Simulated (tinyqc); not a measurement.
A particle near a wafer in liquid: double-layer and van der Waals forces (DLVO), deposition barrier and removal: one step, computed by the program tinyqc. Command: `OMP_NUM_THREADS=1 python tinyqc.py 3112003 3112004 out.jsonl dlvo walk`. One thread of a shared host (Intel(R) Xeon(R) Processor @ 2.30GHz), about 0.01 s of CPU time with the checks.

Sphere and flat wall, Derjaguin approximation, constant potentials in the linear-superposition form, no retardation and no hydration force.

Problem. Energy and force at one gap. U(h) = Z R exp(-kappa h) - A R/(6 h); F(h) = -dU/dh = kappa Z R exp(-kappa h) - A R/(6 h^2), positive for repulsion.

Inputs (values chosen for the exercise, of the order of those for silica on silicon in water):

| quantity | value | unit |
|---|---|---|
| particle radius R | 17 | nm |
| Hamaker constant A | 1.4e-20 | J |
| temperature T | 343 | K |
| gap h | 11 | nm |

Z = -15.00032 pN

kappa = 0.8051227 1/nm

Constants: k_B = 1.380649e-23 J/K.

Give: double-layer energy; van der Waals energy; U(h); F(h).

Solution.

double-layer energy = -0.007672 k_B T

van der Waals energy = -0.7615 k_B T

U(h) = -0.7691 k_B T

F(h) = -0.3571 pN
